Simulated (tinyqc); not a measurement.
Worked calculation: solid solubility of a dopant against its melt (retrograde solidus), clustering and the electrically active fraction. Computed by tinyqc, a small Python program that keeps every step. Command: `OMP_NUM_THREADS=1 python tinyqc.py 3030968 3030969 out.jsonl retro walk`. One thread of a shared host (Intel(R) Xeon(R) Processor @ 2.30GHz), about 0.01 s of CPU time with the checks. Intermediate numbers are printed to about 6 digits and carried at full precision; extremes and crossings named in words are read from the listed rows.

Inputs (values chosen for the exercise, for a model dopant):
```
quantity                                      value        unit
melting point of the host T_m                  1687           K
heat of melting of the host H_f                50.2      kJ/mol
interaction L of the melt                         7      kJ/mol
enthalpy of transfer from melt to solid H     0.435          eV
entropy of transfer S                         -2.98         k_B
site density N0                               5e+22      1/cm^3
temperature T                                  1260           K
total dopant density N_t                    8.3e+20      1/cm^3
atoms per cluster m                               2           -
cluster scale N* at 1273 K                  1.6e+20      1/cm^3
activation energy E_b of the cluster scale     0.51          eV
anneal temperature T_a                         1350           K
mobility mu                                      60  cm^2/(V s)
```

Clustering: clusters of m atoms, electrons left out.

Constants: R = 8.314462618 J/(mol K); k_B = 8.617333262e-05 eV/K; e = 1.602176634e-19 C; N_A = 6.02214076e+23 1/mol.

## Liquidus and solidus at T

x_l and x_s are atom fractions of the dopant in melt and solid; the solid is dilute. Liquidus of the host: R T ln(1 - x_l) + L x_l^2 = -H_f (1 - T/T_m). Distribution: k = x_s/x_l = exp[L (1 - x_l)^2/(R T)] exp(S/k_B - H/(k_B T)), the first factor being the activity coefficient in the melt. Solubility = x_s N0; at T_m x_l = 0.

x_l = 0.807717

distribution coefficient k = 9.47563e-04

x_s = 7.65363e-04

solubility = 3.82681e+19 1/cm^3

k at the melting point = 0.00419770

k has changed by a factor 0.23 from its value at T_m, while x_l has grown from 0 to 0.808.

## The retrograde maximum

The largest x_s N0 between 900 K and T_m. For an ideal melt with constant heats the maximum has x_l = H_f/(H + H_f), H in the same units.

temperature of the maximum = 1430.48 K

largest solubility = 4.69574e+19 1/cm^3

x_l there = 0.563321

ideal-melt value H_f/(H + H_f) = 0.544639

The maximum lies 257 K below T_m: above it the melt runs out of dopant, below it k falls as exp(-H/(k_B T)).

## The solidus

The formulas are those given above.

Against temperature:
```
T (K)       x_l           k  solubility (1/cm^3)  over the maximum
1000   0.960668  0.00032664          1.56895e+19          0.334121
1100   0.922822  0.00051854          2.39258e+19          0.509523
1200   0.860879  0.00076697          3.30135e+19          0.703054
1300   0.763850  0.00108418          4.14074e+19          0.881809
1400   0.618545  0.00150617          4.65816e+19          0.991999
1500   0.420364  0.00211916          4.45409e+19          0.948539
1580   0.238704  0.00283394          3.38236e+19          0.720304
1640   0.102320  0.00353745          1.80976e+19          0.385405
1675   0.025636  0.00401981          5.15263e+18          0.109730
```

Between the first rows the Arrhenius energy of the solubility is 0.40 eV, against H = 0.435 eV; it shrinks to zero at 1430 K and turns negative beyond. A crystal saturated at the maximum precipitates dopant-rich liquid on cooling and on heating alike. Below a eutectic or compound temperature another phase would set the limit.

## Active fraction after the anneal

A highly soluble donor (another dopant than that of the solidus) is limited by clustering. Donors N_a are active, and clusters hold m atoms each: N_t = N_a + m C, m C = N* (N_a/N*)^m, with N*(T) = N*(1273 K) exp[-(E_b/k_B)(1/T - 1/1273)]. Resistivity = 1/(e mu N_a).

N*(T_a) = 2.08585e+20 1/cm^3

active density N_a = 3.24662e+20 1/cm^3

active fraction = 0.391159

resistivity = 0.320410 milliohm cm

Doubling the dose would raise N_a by only 52 %. Caution: this clustering law is a generic form; degeneracy and a doping-dependent mobility are left out.

## Active against total

A highly soluble donor (another dopant than that of the solidus) is limited by clustering. Donors N_a are active, and clusters hold m atoms each: N_t = N_a + m C, m C = N* (N_a/N*)^m, with N*(T) = N*(1273 K) exp[-(E_b/k_B)(1/T - 1/1273)].

Active density (1/cm^3):
```
N_t (1/cm^3)   N_a at T_a  fraction  N_a at T_a + 150 K  N_a at T_a - 150 K
1.00e+19      9.56168e+18  0.956168         9.70851e+18         9.28505e+18
3.00e+19      2.66062e+19  0.886874         2.76377e+19         2.48705e+19
1.00e+20      7.38519e+19  0.738519         8.01386e+19         6.49819e+19
2.00e+20      1.25041e+20  0.625205         1.39670e+20         1.06297e+20
5.00e+20      2.35074e+20  0.470147         2.71700e+20         1.92547e+20
1.00e+21      3.64175e+20  0.364175         4.29501e+20         2.92156e+20
2.00e+21      5.49960e+20  0.274980         6.58593e+20         4.34485e+20
5.00e+21      9.22255e+20  0.184451         1.12008e+21         7.18527e+20
```

The exponent d ln N_a/d ln N_t falls from 0.93 to 0.56, towards 1/m = 0.500. At the highest dose a 150 K hotter anneal gives 1.21 times the active density, and a later step 150 K cooler would cut it to 0.78 if it ran to equilibrium: short hot anneals come last. For ionised donors far above n_i the electrons enter the mass action too and halve the limiting exponent.

Checks made by the program: the ideal-melt maximum (relative difference 3e-09).
